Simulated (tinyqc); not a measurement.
Inside a calculation. Method: extended Hueckel theory, for H6. One step of it, computed by the program tinyqc.

Problem. Orbitals. Solve H C = S C e through S^(-1/2); fill by pairs from the bottom, a degenerate level sharing its electrons equally; each orbital has its largest coefficient positive (the first on a tie).

H (eV), order 1H 1s, 2H 1s, 3H 1s, 4H 1s, 5H 1s, 6H 1s:
```
[[-13.600000, -15.755212, -2.789868, -0.630923, -0.059673, -0.009376],
 [-15.755212, -13.600000, -10.108352, -2.785115, -0.322494, -0.059673],
 [-2.789868, -10.108352, -13.600000, -15.737213, -2.785115, -0.630923],
 [-0.630923, -2.785115, -15.737213, -13.600000, -10.108352, -2.789868],
 [-0.059673, -0.322494, -2.785115, -10.108352, -13.600000, -15.755212],
 [-0.009376, -0.059673, -0.630923, -2.789868, -15.755212, -13.600000]]
```

overlap S, order 1H 1s, 2H 1s, 3H 1s, 4H 1s, 5H 1s, 6H 1s:
```
[[1.000000, 0.579236, 0.102569, 0.023196, 0.002194, 0.000345],
 [0.579236, 1.000000, 0.371631, 0.102394, 0.011856, 0.002194],
 [0.102569, 0.371631, 1.000000, 0.578574, 0.102394, 0.023196],
 [0.023196, 0.102394, 0.578574, 1.000000, 0.371631, 0.102569],
 [0.002194, 0.011856, 0.102394, 0.371631, 1.000000, 0.579236],
 [0.000345, 0.002194, 0.023196, 0.102569, 0.579236, 1.000000]]
```

valence electrons = 6

Give: orbital energies; occupations; coefficients; sum of one-electron energies.

Solution.

orbital energies (eV): [-20.4913, -18.8151, -15.8198, -1.4538, 9.7070, 25.3023]

occupations: [2.0000, 2.0000, 2.0000, 0.0000, 0.0000, 0.0000]

coefficients, order 1H 1s, 2H 1s, 3H 1s, 4H 1s, 5H 1s, 6H 1s:
```
[[0.2031, 0.3773, -0.4236, 0.6253, -0.7403, 0.4915],
 [0.2819, 0.3914, -0.2346, -0.4268, 0.8608, -0.7743],
 [0.3548, 0.1127, 0.4289, -0.6111, -0.2603, 1.0436],
 [0.3548, -0.1127, 0.4289, 0.6111, -0.2603, -1.0436],
 [0.2819, -0.3914, -0.2346, 0.4268, 0.8608, 0.7743],
 [0.2031, -0.3773, -0.4236, -0.6253, -0.7403, -0.4915]]
```

sum of one-electron energies = -110.2523 eV
